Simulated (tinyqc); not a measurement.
From results back to parameters: special k points of the bcc lattice. Three cases, with inputs chosen for the exercise.

Problem. E(k) = -sqrt(D^2 + (e0 - t A_1(k))^2) with A_1 = 8 at Gamma and A_1 = 0 at b1/2; t > 0 and D > 0 are hidden.

Find: t; D.

Method. The difference of the squares is 64 t^2 - 16 e0 t; it is positive, so the quadratic has one positive root t; D^2 follows from either energy.

Case 1.

Values chosen (out of a larger set: the lattice of W; not measured data): e0 = 1.68 eV (offset).
E at Gamma = -3.775619 eV
E at b1/2 = -2.513822 eV

Solution.

t = 0.620 eV
D = 1.870 eV

Case 2.

Values chosen: e0 = 2.62 eV (offset).
E at Gamma = -3.130878 eV
E at b1/2 = -2.873465 eV

Solution.

t = 0.690 eV
D = 1.180 eV

Case 3.

Values chosen: e0 = 1.94 eV (offset).
E at Gamma = -2.751145 eV
E at b1/2 = -2.380756 eV

Solution.

t = 0.540 eV
D = 1.380 eV

Computed by tinyqc, one run a case: `OMP_NUM_THREADS=1 python tinyqc.py N N+1 out.jsonl` with N = 1650154, 1650405, 1650529; one thread of a shared Intel(R) Xeon(R) Processor @ 2.30GHz, about 0.2 s a run at most.
